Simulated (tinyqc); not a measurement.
Changing the temperature T: regular and subregular solution with a miscibility gap. Computed by tinyqc, a small Python program. Command: `OMP_NUM_THREADS=1 python tinyqc.py 3029821 3029822 out.jsonl regsol sweep`. One thread of a shared host (Intel(R) Xeon(R) Processor @ 2.30GHz), about 0.01 s of CPU time with the checks.

Per mole of mixing sites: G(x) = x (1 - x) [L0 + L1 (1 - 2x)] + R T [x ln x + (1 - x) ln(1 - x)], x the fraction of B.

Inputs (values chosen for the exercise, for a model alloy):
```
quantity                     value    unit
interaction L0                39.8  kJ/mol
size misfit eta = d ln a/dx  0.021       -
asymmetry L1                     4  kJ/mol
overall fraction x0           0.23       -
start value s0                0.02       -
```

Source of L0: given.

Constants: R = 8.314462618 J/(mol K).

Method:
- L0 and eta are given.
- The spinodal is G'' = 0, R T_s(x) = x (1 - x) [2 L0 + 6 L1 (1 - 2x)]; the critical point is its maximum.
- G' = L0 (1 - 2x) + L1 (1 - 6x + 6x^2) + R T ln[x/(1 - x)]; G'' = -2 L0 - 6 L1 (1 - 2x) + R T/[x (1 - x)].
- Solve G'' = 0 on each side of x_c.
- Common tangent: F1 = G'(x1) - G'(x2) = 0 and F2 = [G - x G'](x1) - [G - x G'](x2) = 0. Newton step: J = [[G''(x1), -G''(x2)], [-x1 G''(x1), x2 G''(x2)]], J dx = -F; a step that would leave 0 < x < 1 is halved until it stays inside. The start is x1 = s0, x2 = 1 - s0.
- Stop when the step is below 1e-12, or when x1 and x2 meet within 1e-5; residuals under 1e-7 are shown as 0.
- Inside the gap the B-rich phase has the fraction f = (x0 - x1)/(x2 - x1), and the gain is (1 - f) G(x1) + f G(x2) - G(x0); outside it one phase remains.

One run for each value; columns: (1) temperature T (K); (2) solubility limit x1; (3) spinodal x_s1; (4) spinodal x_s2; (5) solubility limit x2; (6) free energy of decomposition (J/mol):
```
(1)      (2)     (3)     (4)     (5)    (6)
989   0.0051  0.0912  0.8457  0.9859  -3054
1210  0.0144  0.1161  0.8079  0.9661  -2182
1430  0.0309  0.1435  0.7680  0.9352  -1424
1650  0.0566  0.1745  0.7250  0.8915   -805
1870  0.0946  0.2107  0.6770  0.8321   -349
2090  0.1515  0.2556  0.6207  0.7510    -77
2310  0.2471  0.3203  0.5448  0.6287      0
```

What does the table show, and why?

Over the rows, solubility limit x1 rises from 0.00511 to 0.247 (exponent d ln y / d ln x between 4.1 and 5.1); spinodal x_s1 rises from 0.0912 to 0.320 (exponent d ln y / d ln x 1.2 between the first rows and 2.3 between the last); spinodal x_s2 falls from 0.846 to 0.545 (exponent d ln y / d ln x -0.23 between the first rows and -1.3 between the last). An Arrhenius slope -R d ln x1/d(1/T) gives 46.7 kJ/mol between the first rows and 89.3 between the last; in the dilute limit it tends to L0 + L1. Left out: 2530, 2750 (T is above or too near T_c).

Caution (all rows): a real alloy may melt or decompose below this critical temperature.

Extremes, crossings and ranges named in words are read from the listed rows.
